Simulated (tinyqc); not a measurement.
Inside a calculation: band offset of a heterojunction with an interface dipole (two-band chains, self-consistent charge). Values are carried at full precision from step to step, so a last printed digit may differ when a step is redone from the rounded ones.

Sites alternate A, C. Left: A at -G1/2, C at +G1/2, hopping -t1; right: A at D - G2/2, C at D + G2/2, hopping -t2; the bonds across the two interfaces of a ring (C left to A right, C right to A left) have -sqrt(t1 t2). D is the offset of the mid-gaps, so Ev(right) - Ev(left) = D - (G2 - G1)/2 and Ec(right) - Ec(left) = D + (G2 - G1)/2. The closing bond has its sign reversed (antiperiodic ring). Half the levels are filled with two electrons each. The charge moved is q = (electrons on the left) less one a site; the mean over the two interfaces, q/2, is taken as the charge that crosses each, and its dipole opposes the offset: D = D0 - u q/2.

Inputs chosen for the exercise (gaps near those of SiC and SiO2; the chains and D0 are free models, so the offsets are not those of the real pair; not measured data): G1 = 3.06 eV (gap on the left); G2 = 9.18 eV (gap on the right); t1 = 1.63 eV (hopping on the left); t2 = 1.93 eV (hopping on the right); D0 = -0.55 eV (mid-gap of the right side above that of the left, without dipole); n = 3 (cells a side in the small ring); u = 8.1 eV (potential step per electron moved across); mx = 0.8 (mixing).

## The small ring at D = D0

Fill in H.

H (eV):
```
,AL1,CL1,AL2,CL2,AL3,CL3,AR1,CR1,AR2,CR2,AR3,CR3
AL1,-1.5300,-1.6300,0,0,0,0,0,0,0,0,0,1.7737
CL1,-1.6300,1.5300,-1.6300,0,0,0,0,0,0,0,0,0
AL2,0,-1.6300,-1.5300,-1.6300,0,0,0,0,0,0,0,0
CL2,0,0,-1.6300,1.5300,-1.6300,0,0,0,0,0,0,0
AL3,0,0,0,-1.6300,-1.5300,-1.6300,0,0,0,0,0,0
CL3,0,0,0,0,-1.6300,1.5300,-1.7737,0,0,0,0,0
AR1,0,0,0,0,0,-1.7737,-5.1400,-1.9300,0,0,0,0
CR1,0,0,0,0,0,0,-1.9300,4.0400,-1.9300,0,0,0
AR2,0,0,0,0,0,0,0,-1.9300,-5.1400,-1.9300,0,0
CR2,0,0,0,0,0,0,0,0,-1.9300,4.0400,-1.9300,0
AR3,0,0,0,0,0,0,0,0,0,-1.9300,-5.1400,-1.9300
CR3,1.7737,0,0,0,0,0,0,0,0,0,-1.9300,4.0400
```

## Levels and site charges

Diagonalise, fill the lower half with two electrons each, and sum the electrons on the left (L) less one a site.

levels (eV): -6.3854  -5.9463  -5.4077  -3.3244  -2.6224  -1.8598  1.8232  2.5665  3.2993  4.3406  4.9031  5.3133

electrons on the sites: AL1 1.6904, CL1 0.3798, AL2 1.6267, CL2 0.3709, AL3 1.6148, CL3 0.2904, AR1 1.8521, CR1 0.1293, AR2 1.8707, CR2 0.1296, AR3 1.8721, CR3 0.1730

q = -0.0269 electrons

Electrons move to the right, the side whose mid-gap lies lower.

## Self-consistent offset

From here on the ring has 24 cells a side.

Start at D = D0; D(out) = D0 - u q(D)/2; D(new) = D + mx (D(out) - D); stop when |D(out) - D| < 1e-7 eV.

Iterations:
```
i,D (eV),q,D(out) (eV),D(out) - D
0,-0.55000,-0.02693,-0.44093,0.109
1,-0.46275,-0.02260,-0.45846,0.00429
2,-0.45932,-0.02243,-0.45915,0.000171
3,-0.45918,-0.02243,-0.45917,6.83e-06
4,-0.45918,-0.02243,-0.45917,2.72e-07
5,-0.45917,-0.02243,-0.45917,1.09e-08
```

D = -0.4592 eV

Converged at i = 5: the dipole removes 17 % of the starting offset.

## Linear response

chi = (q(+h) - q(-h))/(2h) at D = 0 with h = 0.01 eV; S = 1/(1 + u chi/2); linear estimate D = S D0.

chi = 0.04856 1/eV
S = 0.8357
linear estimate of D = -0.4596 eV

The self-consistent value is -0.4592 eV, +0.4 meV from the estimate. At D = 0 no net charge crosses: the mid-gaps are the neutrality levels of these symmetric chains.

## The line-up

Ev(right) - Ev(left) = D - (G2 - G1)/2 and Ec(right) - Ec(left) = D + (G2 - G1)/2, for D0, for the self-consistent D and for D = 0. Type I: the offsets have opposite signs; type III: one valence edge lies above the other conduction edge; else type II.

Offsets (eV):
```
case,D,valence,conduction,type
no dipole,-0.550,-3.610,2.510,type I (straddling)
self-consistent,-0.459,-3.519,2.601,type I (straddling)
neutrality levels aligned,0.000,-3.060,3.060,type I (straddling)
```

The dipole shifts both offsets alike and leaves the type.

## Checks

- q at D = 0 against zero, as particle-hole symmetry demands: both 0.000000.
- q at the self-consistent D on 24 against 48 cells a side: both -0.0224.

Program tinyqc; command `OMP_NUM_THREADS=1 python tinyqc.py 1451959 1451960 out.jsonl`; about 0.3 s on one thread of a shared Intel(R) Xeon(R) Processor @ 2.30GHz.
